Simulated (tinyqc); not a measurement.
Drifting, spreading and decaying minority pulse (Haynes-Shockley), Crank-Nicolson time steps: one step of the calculation.

Low injection in a uniform field: dn/dt = D d2n/dx2 - v dn/dx - n/tau with D = mu Vt and v = mu F towards +x. Exact solution on an infinite bar for a Gaussian start at x0: n = N0 exp(-t/tau) exp(-(x - x0 - v t)^2/(2 s^2))/sqrt(2 pi s^2), s^2 = s0^2 + 2 D t.

Problem. Coefficients of the scheme. Exponentially fitted fluxes: d = F hx/Vt, B(d) = d/(exp(d) - 1), k = D dt/hx^2; (L n)_i = a n_(i-1) + b n_i + c n_(i+1) with a = k B(-d), c = k B(d), b = -a - c - dt/tau. Explicit steps keep n positive for dt up to 1/[(D/hx^2)(B(d) + B(-d)) + 1/tau].

Values chosen for this exercise; mobility that of a made-up semiconductor: temperature T = 350 K; minority-carrier mobility mu = 4200 cm^2/(V s); sweep field along the drift F = 2.9 V/cm; mesh step hx = 180 um; lifetime tau = 3.6e-5 s; time step dt = 1.3e-6 s.

Constants: q = 1.602176634e-19 C, kB = 1.380649e-23 J/K, Vt = kB T/q. Results are converted to the units shown.

Give: D; v; d; a; b; c; positivity limit of dt.

Solution.

D = 126.67 cm^2/s
v = 12180 cm/s
d = 1.7307
a = 1.0691
b = -1.2946
c = 0.18939
positivity limit of dt = 1.0042e-6 s

Numbers from tinyqc (`OMP_NUM_THREADS=1 python tinyqc.py 2310119 2310120 out.jsonl`; about 0.01 s on one thread of a shared Intel Xeon 2.30GHz).
